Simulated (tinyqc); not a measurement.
Bound state in one dimension: Numerov shooting, finite differences, DVR, step by step. Computed by tinyqc, a small Python program that keeps every step. Settings: points = 96. Command: `OMP_NUM_THREADS=1 python tinyqc.py 29787 29788 out.jsonl` (the two numbers bound the seeds that draw the settings). One thread of a shared host (Intel(R) Xeon(R) Processor @ 2.60GHz), about 0.01 s of CPU time with the checks.

## Numerov steps at E = 0.1

One particle of mass 1 in V = 1.08^2 x^2/2 + 0.18 x^4 (atomic units), psi = 0 at both ends:
```
parameter                 value
left end              -4.500000
right end              4.500000
intervals                    96
h                      0.093750
state sought (nodes)          0
```

k_i = 2 m (E - V_i); (1 + h^2 k_(i+1)/12) y_(i+1) = 2 (1 - 5 h^2 k_i/12) y_i - (1 + h^2 k_(i-1)/12) y_(i-1), from y_0 = 0, y_1 = 0.001.

Points along the way:
```
i           x          V            k               y
0   -4.500000  85.621050  -171.042100        0.000000
1   -4.406250  79.172724  -158.145449        0.001000
2   -4.312500  73.103260  -146.006521        0.003536
3   -4.218750  67.397141  -134.594281        0.011061
4   -4.125000  62.039181  -123.878363        0.032848
5   -4.031250  57.014533  -113.829065        0.093308
32  -1.500000   2.223450    -4.246900   435087.036500
33  -1.406250   1.857220    -3.514439   544400.112980
34  -1.312500   1.538811    -2.877622   670492.834350
35  -1.218750   1.263385    -2.326771   813504.758670
36  -1.125000   1.026438    -1.852875   973114.004940
37  -1.031250   0.823796    -1.447593  1148533.337400
```

## Bisection on the node count

With more sign changes than the state has nodes (the last point included) the energy is too high, else too low; the bracket starts as 0.1 to 12.

Trials:
```
trial           E  sign changes  y at the right end   next
1      6.05000000             4            5.39e+10  lower
2      3.07500000             2            2.56e+12  lower
3      1.58750000             1           -3.20e+13  lower
4      0.84375000             1           -1.10e+14  lower
5      0.47187500             0            2.24e+14  raise
6      0.65781250             1           -2.83e+13  lower
7      0.56484375             0            6.82e+13  raise
8      0.61132812             0            1.38e+13  raise
9      0.63457031             1           -8.65e+12  lower
10     0.62294922             0            2.21e+12  raise
11     0.62875977             1           -3.31e+12  lower
12     0.62585449             1           -5.69e+11  lower
13     0.62440186             0            8.16e+11  raise
14     0.62512817             0            1.22e+11  raise
...           ...           ...                 ...    ...
29     0.62525622             0            1.26e+07  raise
30     0.62525623             0            1.99e+06  raise
31     0.62525624             1           -3.29e+06  lower
```

eigenvalue = 0.62525624 hartree

## The same grid by other methods

Three-point finite differences and the sine-DVR kinetic matrix of Colbert and Miller on the same points.

Lowest levels (hartree):
```
state  finite differences       DVR
0                0.624753  0.625257
1                1.998546  2.001622
2                3.581100  3.590539
```
